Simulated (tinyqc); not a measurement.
Cyclotron resonance of ellipsoidal valleys, Ge type: sweeps and comparisons. A value that a table varies takes the place of the one given here.

Valleys along [111], [-111], [1-11], [11-1], mass ml along the axis and mt across it. B lies in the (1-10) plane, b = (sin(theta)/sqrt2, sin(theta)/sqrt2, cos(theta)). For the angle phi between B and the axis, 1/mc^2 = cos^2(phi)/mt^2 + sin^2(phi)/(mt ml). Resonance: h nu = 2 muB B/mc, h = 2 pi hbar.

Constants: hbar = 6.58211957e-16 eV s; muB = 5.788381798e-05 eV/T.

Parameters, chosen for this exercise (near those of Ge; not measured data): ml = 1.564 m0 (longitudinal mass); mt = 0.078 m0 (transverse mass); ths = (0, 20, 35, 50, 65, 80, 90) degrees (angles); g1 = 13.54 (Luttinger gamma1); g2 = 4.22 (gamma2); g3 = 5.76 (gamma3); theta = 18 degrees (angle of B from [001] towards [110]); nu = 70 GHz (microwave frequency).

## Rotating the field

mc against theta; [-111] and [1-11] stay equal in this plane.

Cyclotron masses (m0):
```
theta (degrees),[111],[-111],[11-1]
0,0.1288,0.1288,0.1288
20,0.0938,0.1359,0.2293
35,0.0826,0.1523,0.3492
50,0.0783,0.1835,0.2338
65,0.0792,0.2391,0.1465
80,0.0858,0.3200,0.1081
90,0.0944,0.3493,0.0944
```

How do the results move?

All valleys give one line at theta = 0, B along [001], with mc = 0.1288. The [111] valley reaches mt at 54.7 degrees, and [11-1] reaches its largest value sqrt(ml mt) = 0.3493 at 35.3 degrees, where B is perpendicular to it; the listed maximum of that branch is 0.3492. The pair [-111], [1-11] reaches the same value at 90 degrees.

## Heavy and light holes (cyclotron masses of warped hole bands)

E = c k^2 f(n) with f = g1 -/+ 2 sqrt(g2^2 + 3 (g3^2 - g2^2)(nx^2 ny^2 + ny^2 nz^2 + nz^2 nx^2)). For the orbit through k = 0 perpendicular to b = (sin(theta)/sqrt2, sin(theta)/sqrt2, cos(theta)), mc is the mean of 1/f over the directions n in that plane (180 evenly spaced angles). Quantum effects of the lowest levels are left out.

Cyclotron masses (m0):
```
theta (degrees),heavy,light
0,0.2717,0.0431
20,0.3005,0.0424
35,0.3451,0.0415
50,0.3684,0.0411
65,0.3672,0.0411
80,0.3638,0.0415
90,0.3632,0.0416
```

What can be read from the table?

The heavy mass varies by 36 % over the table, with its largest listed value at 50 degrees ([111] lies at 54.7) and its smallest at 0; the light mass varies by 5.1 %. The warping term enters both with the same size, but it is set against a small inverse mass in one and a large one in the other (along [111], g1 - 2 g3 = 2.02 and g1 + 2 g3 = 25.06).

## What each parameter does

Resonance fields B = h nu mc/(2 muB) of the valleys [111], [-111] and [11-1]. Each row changes one parameter from the base and keeps the others.

Results:
```
case,[111] (T),[-111] (T),[11-1] (T)
base,0.2401,0.3363,0.5337
ml = 1.799 m0,0.2405,0.3386,0.5460
mt = 0.086 m0,0.2643,0.3689,0.5784
theta = 22 degrees,0.2295,0.3437,0.6171
nu = 77 GHz,0.2641,0.3700,0.5871
```

How do the results move?

The largest shifts from the base row, up to three for each result and ties (the steps differ in size, so this ranks the rows, not the parameters). [111] (T): mt +0.0243, nu +0.0240, theta -0.0105. [-111] (T): nu +0.0336, mt +0.0325, theta +0.0073. [11-1] (T): theta +0.0834, nu +0.0534, mt +0.0447.

Computed by tinyqc, a small Python program: `OMP_NUM_THREADS=1 python tinyqc.py 1280175 1280176 out.jsonl` (the numbers bound the seed that draws the inputs); one thread of a shared host (Intel(R) Xeon(R) Processor @ 2.30GHz), about 0.01 s for the whole set of steps.
